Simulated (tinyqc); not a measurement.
Worked calculation: Landau-Devonshire theory of a uniaxial ferroelectric. Computed by tinyqc, a small Python program that keeps every step. Command: `OMP_NUM_THREADS=1 python tinyqc.py 3002681 3002682 out.jsonl ferro walk`. One thread of a shared host (Intel(R) Xeon(R) Processor @ 2.30GHz), about 0.01 s of CPU time with the checks. Intermediate numbers are printed to about 6 digits and carried at full precision; extremes and crossings named in words are read from the listed rows.

G(P) = (alpha/2) P^2 + (beta*/4) P^4 + (gamma/6) P^6 - E P per volume, SI units, one domain, P along the polar axis, which is normal to the film.

Inputs (values chosen for the exercise, modelled on barium titanate):
```
quantity                           value             unit
alpha_0                           699000      J m/(C^2 K)
Curie-Weiss temperature T0           381                K
beta                           -8.28e+08        J m^5/C^4
gamma                           1.71e+10        J m^9/C^6
temperature T                        316                K
misfit strain u_m                 -0.017                -
electrostriction Q12              -0.043          m^4/C^2
compliance s11 + s12             5.6e-12            m^2/N
applied field E                        1             MV/m
film thickness d                      18               nm
screening length lambda           0.0063               nm
background permittivity eps_b         20                -
gradient coefficient g           8.9e-11        J m^3/C^2
series capacitance C_d               3.1  microfarad/cm^2
start of Newton steps P0/Ps            2                -
```

Sample: epitaxial film.

Constants: eps_0 = 8.8541878128e-12 F/m.

## Coefficients at T

alpha = alpha_0 (T - T0*), with clamping: T0* = T0 + 4 Q12 u_m/(alpha_0 (s11 + s12)), beta* = beta + 4 Q12^2/(s11 + s12).

T0* = 1127.99 K

alpha = -5.67578e+08 J m/C^2

beta* = 4.92714e+08 J m^5/C^4

Compression raises T0 by 747 K. beta* > 0: the transition is of second order, although the free crystal has a first-order one. Caution: a shift of T0 this large is beyond the range where constant coefficients hold.

## Spontaneous polarisation, susceptibility, coercive field

Ps^2 = [-beta* + sqrt(beta*^2 - 4 alpha gamma)]/(2 gamma). chi = 1/(eps_0 G''), G'' = alpha + 3 beta* P^2 + 5 gamma P^4 at Ps. Ps, chi and the coercive field are for perfect screening, without a depolarising field. The intrinsic coercive field is |alpha P + beta* P^3 + gamma P^5| at the P_c where G'' = 0. 1 C/m^2 = 100 microcoulomb/cm^2.

spontaneous polarisation Ps = 41.0302 microcoulomb/cm^2

susceptibility chi = 53.6685

well depth G(Ps) = -30.6865 MJ/m^3

P_c = 27.0720 microcoulomb/cm^2

intrinsic coercive field = 119.013 MV/m

P_c/Ps = 0.660, above the 0.577 of a quartic well, as the sixth-order term matters. Real switching runs by domain nucleation at far lower fields. Caution: far below T0* the expansion with linear alpha(T) is only a fit.

## Polarisation in the field by Newton steps

Solve G'(P) = alpha P + beta* P^3 + gamma P^5 - E = 0 by P(new) = P - G'/G'' from P0; stop when the step is below 1e-11 C/m^2 (G' under 1e-6 MV/m is shown as 0).

Newton steps:
```
step  P (microcoulomb/cm^2)    G' (MV/m)  G'' (MJ m/C^2)
1                   82.0604  6.16855e+03         39198.2
2                   66.3236  1.96081e+03         16626.6
3                   54.5303  5.93884e+02          7431.9
4                   46.5393  1.57852e+02          3763.5
5                   42.3451  2.88847e+01          2446.5
6                   41.1644  1.84658e+00          2137.9
7                   41.0780  9.33350e-03          2116.3
8                   41.0776            0          2116.2
9                   41.0776            0          2116.2
```

P at the end of the steps = 41.0776 microcoulomb/cm^2

1/(eps_0 G'') there = 53.3695

The linear estimate Ps + eps_0 chi E gives 41.078; the field lowers chi by 0.6 %.

## The 180-degree wall

With the term (g/2) (dP/dx)^2, (g/2) P'^2 = G(P) - G(Ps) across the wall: energy = int_(-Ps)^(Ps) sqrt(2 g [G(P) - G(Ps)]) dP (40 Gauss-Legendre points); width = 2 Ps over the slope at P = 0, sqrt(2 |G(Ps)|/g). Elastic coupling inside the wall is left out.

wall energy = 42.1476 mJ/m^2

wall width = 0.988189 nm

## A capacitor with imperfect screening

Between shorted electrodes with screening length lambda each, the depolarising field is -k P, k = 2 lambda/(eps_0 (d + 2 lambda eps_b)), so alpha turns into alpha + k. The polar state is the lowest uniform state while alpha + k < 0 (beta* > 0) or < 3 beta*^2/(16 gamma) (beta* < 0); setting the equality gives the critical thickness d_c.

depolarising coefficient k = 7.79671e+07 J m/C^2

polarisation of the film = 39.4228 microcoulomb/cm^2

size of the depolarising field = 30.73683 MV/m

critical thickness d_c = 2.25524 nm

The film keeps 96 % of Ps.

## Thickness series

Domains are left out, though they can pre-empt both the loss of P and the state at P = 0. The second and third columns are for the shorted capacitor, polar only where it is the lowest uniform state: alpha + k < 0 (beta* > 0) or < 3 beta*^2/(16 gamma) (beta* < 0). The last column is another circuit, the film in series with C_d at P = 0: 1/C = (alpha d)/(1 + alpha eps_0 eps_b) + 1/C_d, and P = 0 is locally stable while 1/C > 0; a dash marks the rest.

Against thickness:
```
d (nm)  P (microcoulomb/cm^2)  depolarising field (MV/m)  C of the stack / C_d
1                      0.0000                      0.000               1.01995
2                      0.0000                      0.000               1.04071
3                     27.1959                    119.007               1.06234
5                     34.3634                     93.109               1.10841
8                     37.1865                     64.128               1.18552
15                    39.0838                     36.466               1.41526
30                    40.0824                     18.855               2.42030
60                    40.5622                      9.580                     -
150                   40.8443                      3.868                     -
```

The polar state appears between 2 and 3 nm (d_c = 2.26 nm), and at 150 nm P is 99.5 % of Ps. The stack exceeds C_d wherever it is stable, up to 2.42 times: the ferroelectric held at P = 0 acts as a negative capacitance.

Checks made by the program: Ps against a numerical root of G'(P)/P (relative difference below 1e-10).
